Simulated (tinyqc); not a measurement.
# From one set of inputs to another, one input at a time

Model: Born-von Karman spring model of a cubic crystal with one atom per cell. Computed by tinyqc, a small Python program. Command: `OMP_NUM_THREADS=1 python tinyqc.py 3021980 3021981 out.jsonl springs ladder`. One thread of a shared host (Intel(R) Xeon(R) Processor @ 2.30GHz), about 0.3 s of CPU time with the checks.

First neighbours lie at a/2 (1,1,0) (12 of them), second at a (1,0,0) (6), with all permutations and signs; the volume per atom is Omega = a^3/4.

The inputs printed are set A. Inputs not listed in the table keep their values of set A, so the rows need not describe a real material.

Inputs (values chosen for the exercise, for a model crystal):

| quantity | value | unit |
|---|---|---|
| atomic mass M | 64.3 | u |
| radial spring k1L | 4.4 | eV/angstrom^2 |
| transverse spring k1T | -0.0077 | eV/angstrom^2 |
| radial spring k2L | 1.3 | eV/angstrom^2 |
| transverse spring k2T | -0.04 | eV/angstrom^2 |
| mesh divisions n | 8 | - |
| temperature T | 200 | K |

Lattice: fcc.

Constants: nu for 1 eV/(angstrom^2 u) = 15.6333042 THz; h x 1 THz = 4.135667696 meV; k_B = 8.617333262e-05 eV/K; hbar^2/u = 4.18015928e-03 eV angstrom^2.

Method:
- A neighbour at R with unit vector n couples by the matrix K(R) = kL n n^T + kT (1 - n n^T), and D(q) = (1/M) sum_R K(R) [1 - cos(q.R)].
- An eigenvalue lambda of D in eV/(angstrom^2 u) gives nu = 15.6333042 THz x sqrt(lambda).
- Take the highest frequency at X = (1, 0, 0) (2 pi/a).
- Mesh: q = sum_i (m_i + 1/2)/n b_i, m_i = 0..n-1, with b = [[-1, 1, 1], [1, -1, 1], [1, 1, -1]] in 2 pi/a; sums are averages over the n^3 points, per atom.
- With x = h nu/(k_B T) and n = 1/(exp(x) - 1) for each mode: F = k_B T [x/2 + ln(1 - exp(-x))], U = k_B T x (n + 1/2), S/k_B = x n - ln(1 - exp(-x)), C/k_B = x^2 n (n + 1).
- <u_x^2> = (1/3) sum over modes of hbar^2/(2 M h nu) coth(x/2); zero-point energy = sum h nu/2. <u_x^2> converges slowly with the mesh, from below, with an error of order 1/n.

Each row keeps all changes above it:

| input moved | from | to | highest frequency at X (THz) | entropy S (k_B/atom) | zero-point energy (meV/atom) |
|---|---|---|---|---|---|
| set A | - | - | 11.557 | 1.4683 | 52.500 |
| radial spring k2L (eV/angstrom^2) | 1.3 | 0.02 | 11.557 | 1.6717 | 48.628 |
| temperature T (K) | 200 | 400 | 11.557 | 3.4402 | 48.628 |
| transverse spring k1T (eV/angstrom^2) | -0.0077 | -0.076 | 11.467 | 3.4998 | 47.749 |
| atomic mass M (u) | 64.3 | 63.55 | 11.534 | 3.4834 | 48.030 |
| radial spring k1L (eV/angstrom^2) | 4.4 | 1.83 | 7.346 | 4.8615 | 29.861 |

Highest frequency at X goes from 11.6 to 7.35, a factor 0.636 in all. The largest single move comes from radial spring k1L (a factor 0.637). Entropy S goes from 1.47 to 4.86, a factor 3.31 in all. The largest single move comes from temperature T (a factor 2.06). Zero-point energy goes from 52.5 to 29.9, a factor 0.569 in all. The largest single move comes from radial spring k1L (a factor 0.622). The single moves hold for this order of the switches; the total does not depend on the order.

Extremes, crossings and ranges named in words are read from the listed rows.
